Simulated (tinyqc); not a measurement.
Van der Pauw, Hall and four-point-probe measurements on a doped layer: one step of the calculation.

A uniform p-type layer with sheet resistance Rs = 1/(q ns mu), point contacts, low field (mu B small).

Problem. Sheet density, mobility and bulk values. Rs = 1/z; Hall sheet density B I/(q |VH|); Hall mobility |VH|/(Rs B I); true values ns = rH times the Hall density, mu = Hall mobility/rH; bulk density ns/t, resistivity Rs t; correction factor F = Rs/[(pi/ln 2)(RA + RB)/2].

Parameters, values chosen for the exercise: Hall factor rH = 0.8; magnetic field B = 0.3 T; current I = 1000 uA; thickness of the layer t = 13 nm.

Constants: q = 1.602176634e-19 C. Results are converted to the units shown.

converged z = 0.75174128 mS
VH = 1.6282198 mV
RA = 52.017862 ohm
RB = 913.59149 ohm

Find: Rs; Hall sheet density; Hall mobility; ns; mu; bulk density; resistivity; F.

Solution.

Rs = 1330 ohm/square
Hall sheet density = 1.150e14 cm^-2
Hall mobility = 40.80 cm^2/(V s)
ns = 9.200e13 cm^-2
mu = 51.00 cm^2/(V s)
bulk density = 7.077e19 cm^-3
resistivity = 0.001729 ohm cm
F = 0.6079

Program tinyqc, `OMP_NUM_THREADS=1 python tinyqc.py 2850198 2850199 out.jsonl`; Intel Xeon 2.30GHz, shared host, one thread, about 0.04 s.
